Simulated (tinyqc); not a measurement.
# Gate sheet resistance from two finger widths

Problem. At low frequency R = Rsh Wf/(3 L) + B/Wf, where B collects the channel and vertical terms. Find Rsh, B and the width of lowest R.

Parameters, values chosen for the exercise: channel length L = 1.1 um.

input resistance of single fingers, contacted at one end, of width 1.6 and 5.2 um (ohm): 157.89848  53.434499

Answer. R Wf is a straight line in Wf^2; the minimum of R lies where both terms are equal.

Rsh = 3.40 ohm/square
B = 250 ohm um
width of lowest R = 15.6 um

Numbers from tinyqc (`OMP_NUM_THREADS=1 python tinyqc.py 2262036 2262037 out.jsonl`; about 0.01 s on one thread of a shared Intel Xeon 2.30GHz).
